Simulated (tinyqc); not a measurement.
## Charges from the flat band at three thicknesses

Inverse problem. For a gate stack whose outer layer (permittivity e2) is made in three thicknesses t2, Vfb = V0 - (q/eps0) [Qb t2/e2 + r2 t2^2/(2 e2)], with Qb the sheet density of all charge below that layer and r2 the uniform density in it. Find V0, Qb and r2.

Inputs (values chosen for the exercise): relative permittivity of layer 2 e2 = 24.2.

Constants: q = 1.602176634e-19 C, eps0 = 8.8541878128e-14 F/cm where lengths are in cm. Results are converted to the units shown.

t2 (nm): [2.1, 4.9, 8.8]
Vfb (V): [-1.9609773, -2.0488688, -2.1615199]

Answer. A parabola through the three points gives the three coefficients.

V0 = -1.89 V
Qb = 4.55e12 cm^-2
r2 = -1.00e18 cm^-3

tinyqc, about 0.01 s, one thread, Intel Xeon 2.30GHz (shared host): `OMP_NUM_THREADS=1 python tinyqc.py 2010086 2010087 out.jsonl`
